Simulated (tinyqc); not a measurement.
Hydrogenic impurity: series, fields, screening, photoionisation and donor-acceptor pairs: one step, computed by the program tinyqc.

One isotropic, parabolic band. Effective units: Ry* and a*, in which H = -nabla^2 - 2/r.

Task: Effective units and the series. Ry* = Ry m/eps^2, a* = a_0 eps/m; level n is bound by Ry*/n^2; <r> = (3/2) a* in 1s; lines 1s -> np at Ry* (1 - 1/n^2); 1 THz = 4.135667696 meV.

Inputs (values chosen for the exercise, modelled on AlN): electron mass m = 0.315 m_0; dielectric constant eps = 8.29.

Parts treated: magnetic field and photoionisation.

Constants: Ry = 13.605693123 eV; a_0 = 0.529177210903 angstrom; h x 1 THz = 4.135667696 meV.

Give: Ry*; a*; <r> of 1s; Series.

Result:

Ry* = 62.362 meV

a* = 13.927 angstrom

<r> of 1s = 20.890 angstrom

Series:
```
n,binding (meV),line from 1s (meV),line (THz)
2,15.591,46.772,11.309
3,6.929,55.433,13.404
4,3.898,58.465,14.137
5,2.494,59.868,14.476
```
